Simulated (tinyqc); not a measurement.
Floating body of a partially depleted SOI transistor: body voltage and kink: two steps of the calculation.

Source at 0 V. Channel current Ic = 2 nf K Vt^2 [F(0) - F(Vd)](1 + la Vd), F(V) = ln^2(1 + exp((Vg - VT - nf V)/(2 nf Vt))), VT = VT0 - gb Vb. Saturation voltage Vs = 2 Vt sqrt(F(0)) + 3 Vt, excess Ve = (Vd - Vs + sqrt((Vd - Vs)^2 + 0.0004 V^2))/2, multiplication M1 = Ai Ve exp(-Bl/Ve). Each junction passes D(v) = J1 (exp(v/Vt) - 1) + J2 (exp(v/(2 Vt)) - 1). Bipolar current Ib = bb J1 (exp(Vb/Vt) - 1). The body settles where M1 (Ic + Ib) = D(Vb) + D(Vb - Vd) + Vb/Rb; drain current Id = (1 + M1)(Ic + Ib) - D(Vb - Vd).

Parameters, values chosen for the exercise; values of the order met in partially depleted silicon-on-insulator transistors:
```
symbol   value         unit                                                                                            meaning
T          398            K                                                                                        temperature
VT0       0.38            V                                                                     threshold at zero body voltage
gb        0.27                                                                  fall of the threshold per volt of body voltage
nf        1.18                                                                                                    slope factor
K          130  uA/(V^2 um)                                                                              gain factor per width
la        0.07          1/V                                                                   channel-length modulation factor
Ai        3.99          1/V                                                                        impact-ionisation prefactor
Bl         7.8            V                                                                          impact-ionisation voltage
J1        1e-9        uA/um                                                      diffusion saturation current of each junction
J2      3.4e-7        uA/um                                                  recombination saturation current of each junction
bb           3                                                 gain of the lateral bipolar transistor on the diffusion current
Rb         1e9      kohm um  resistance of a weak body tie to the source (1e9 stands for no tie, and the term is then dropped)
Vg        0.96            V                                                                                       gate voltage
Vd         2.4            V                                                                                      drain voltage
```

Constants: q = 1.602176634e-19 C, kB = 1.380649e-23 J/K, Vt = kB T/q. Results are converted to the units shown.

Question 1. New Vb. Current into the body I_in = M1 (Ic + Ib) - D(Vb - Vd), current out I_out = D(Vb) + Vb/Rb; f = ln(I_in/I_out), s = df/dVb by central differences over 1e-5 V, Vb(new) = Vb - f/s.

Vb after iteration 1 = 0.63397136 V

Give: Ic; Ve; M1; I_in; I_out; f; s; Vb after iteration 2.

Answer 1.

Ic = 36.305 uA/um
Ve = 1.6606 V
M1 = 0.060434
I_in = 2.2134 uA/um
I_out = 0.11013 uA/um
f = 3.0006
s = -28.510 1/V
Vb after iteration 2 = 0.73922 V

Question 2. Drain current with floating and with grounded body. Id and VT at the converged Vb, Id at Vb = 0, their ratio, and the bipolar share Ib/(Ic + Ib).

converged Vb = 0.74331286 V

Find: VT; Id, floating; Id, grounded; ratio; bipolar share.

Answer 2.

VT = 0.1793 V
Id, floating = 49.57 uA/um
Id, grounded = 23.72 uA/um
ratio = 2.090
bipolar share = 16.51 %

The body rises to 0.743 V and lowers the threshold by 201 mV.

Range of the model: The multiplication law is an empirical form chosen for the exercise; self-heating and capacitive coupling to the body are left out, and the linear laws are rough once Vb passes about 0.7 V or M1 about 0.1.

tinyqc, about 0.2 s, one thread, Intel Xeon 2.30GHz (shared host): `OMP_NUM_THREADS=1 python tinyqc.py 2182005 2182006 out.jsonl`
